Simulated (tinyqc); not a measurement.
# Resistance of a tapered via with liner, size effect and interface: two fill metals against the diameter

A round via whose diameter grows from db at the bottom as D(z) = db + 2 z/tan(ang). The fill, of diameter D - 2 tl, starts above the bottom liner (thickness fb tl) and has rho = rho0 (1 + ks lam/(D - 2 tl)); the sidewall liner conducts in parallel with it. The bottom liner and the interface are crossed over the full area pi db^2/4. Spreading in the lines above and below is left out.

Slices between z0 = fb tl and hv, evaluated at their midpoints: conductance per length pi/4 [(D - 2 tl)^2/rho + (D^2 - (D - 2 tl)^2)/rl], slice resistance = slice height over that. 2000 slices. R_fill = sum of the slices; R_bottom = rl fb tl/(pi db^2/4); R_interface = ri/(pi db^2/4). The second fill has rho2, lam2 and tl2 in place of rho0, lam and tl.

Inputs (values chosen for the exercise); fill metal close to molybdenum:
- hv = 34 nm (height)
- ang = 88 degrees (sidewall angle)
- rho0 = 5.43 uohm cm (bulk resistivity of the fill)
- lam = 11 nm (mean free path of the fill)
- ks = 1.5 (size-effect factor)
- tl = 0.1 nm (liner on the sidewall)
- fb = 0.7 (liner at the bottom over that on the sidewall)
- rl = 340 uohm cm (resistivity of the liner)
- ri = 9.8e-13 ohm cm^2 (interface resistivity at the bottom)
- Sb = 1.3e15 S/m^2 (ballistic conductance per area, about 3/(4 rho0 lam))
- rho2 = 1.65 uohm cm (bulk resistivity of the second fill (close to copper))
- lam2 = 40.6 nm (its mean free path)
- tl2 = 3 nm (its liner)

Results:

| db (nm) | R, first fill (ohm) | R, second fill (ohm) | ratio second/first |
|---|---|---|---|
| 8.5 | 78.98 | 724.6 | 9.175 |
| 12 | 34.91 | 176.0 | 5.042 |
| 24 | 6.996 | 23.45 | 3.352 |
| 35 | 2.994 | 9.719 | 3.246 |
| 49 | 1.427 | 4.649 | 3.257 |
| 70 | 0.6611 | 2.185 | 3.304 |
| 100 | 0.3104 | 1.043 | 3.359 |

Estimate the missing row, db = 17 nm.

Computed row:

| db (nm) | R, first fill (ohm) | R, second fill (ohm) | ratio second/first |
|---|---|---|---|
| 17 | 15.46 | 57.96 | 3.750 |

With this row back in the table: The ratio goes from 9.17 to 3.36. The first fill gives the lower R in every row.

Computed by the program tinyqc: `OMP_NUM_THREADS=1 python tinyqc.py 2750132 2750133 out.jsonl`, one thread of a shared Intel Xeon 2.30GHz, about 0.01 s for the whole run.
